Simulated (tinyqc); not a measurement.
FinFET, parasitic resistance, capacitance and delay: one step of the calculation.

Nf fins under one contact; each has gated perimeter p = 2 Hf + Wf and cross-section A = Hf Wf; contact width Wc = Nf pf, stack height Hs = Hf. Contact length Lc = CPP - Lg - 2 Lsp, shared by two neighbouring gates. Source and drain sides are equal. The formulas are first-order estimates, not field solutions.

Task. Fin currents at Vgs = Vdd, Vds = Vdd/2. One fin: I = p Q vx u/(1 + |u|^1.8)^(1/1.8), Q = Cinv n Vt ln(1 + exp((Vg' - VT + dl Vd')/(n Vt))), u = Vd' mu/(vx Lg), Vg' = Vgs - v, Vd' = Vds - 2 v, with the drop on each side v = Rc (sum of I) + Rx I. I(new) = I(out).

Values chosen for this exercise; values close to those of silicon logic devices:
- T = 300 K (temperature)
- Hf = 60 nm (fin height)
- Wf = 5 nm (fin width)
- Lg = 14 nm (gate length)
- Cinv = 2.6 uF/cm^2 (inversion capacitance)
- vx = 8.9e6 cm/s (injection velocity)
- mu = 200 cm^2/(V s) (apparent mobility)
- VT = 0.3 V (threshold at zero drain voltage)
- dl = 0.042 V/V (barrier lowering)
- n = 1.15 (subthreshold factor)
- Vdd = 0.7 V (supply voltage)

Constants: q = 1.602176634e-19 C, kB = 1.380649e-23 J/K, Vt = kB T/q. Results are converted to the units shown.

I at the start (uA): fin 1 0, fin 2 0, fin 3 0
Rc = 112.29839 ohm
Rx = 221.66667 ohm

Wanted: drop v; I(out); I after iteration 1.

Result.

drop v (mV): fin 1 0, fin 2 0, fin 3 0
I(out) (uA): fin 1 117.1, fin 2 117.1, fin 3 117.1
I after iteration 1 (uA): fin 1 117.1, fin 2 117.1, fin 3 117.1

tinyqc, about 0.03 s, one thread, Intel Xeon 2.30GHz (shared host): `OMP_NUM_THREADS=1 python tinyqc.py 2170017 2170018 out.jsonl`
